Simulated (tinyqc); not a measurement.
Landau-Devonshire theory of a uniaxial ferroelectric: one step, computed by the program tinyqc. Command: `OMP_NUM_THREADS=1 python tinyqc.py 3029985 3029986 out.jsonl ferro walk`. One thread of a shared host (Intel(R) Xeon(R) Processor @ 2.30GHz), about 0.01 s of CPU time with the checks.

G(P) = (alpha/2) P^2 + (beta*/4) P^4 + (gamma/6) P^6 - E P per volume, SI units, one domain, P along the polar axis, which is normal to the film.

Problem. Coefficients at T. alpha = alpha_0 (T - T0*), with clamping: T0* = T0 + 4 Q12 u_m/(alpha_0 (s11 + s12)), beta* = beta + 4 Q12^2/(s11 + s12).

Inputs (values chosen for the exercise, for a model ferroelectric):

| quantity | value | unit |
|---|---|---|
| alpha_0 | 1.28e+06 | J m/(C^2 K) |
| Curie-Weiss temperature T0 | 750 | K |
| beta | 4e+09 | J m^5/C^4 |
| temperature T | 344 | K |
| misfit strain u_m | -0.019 | - |
| electrostriction Q12 | -0.043 | m^4/C^2 |
| compliance s11 + s12 | 7.1e-12 | m^2/N |

Sample: epitaxial film.

Give: T0*; alpha; beta*.

Solution.

T0* = 1110 K

alpha = -9.800e+08 J m/C^2

beta* = 5.042e+09 J m^5/C^4

Compression raises T0 by 360 K. beta* > 0: the transition is of second order.
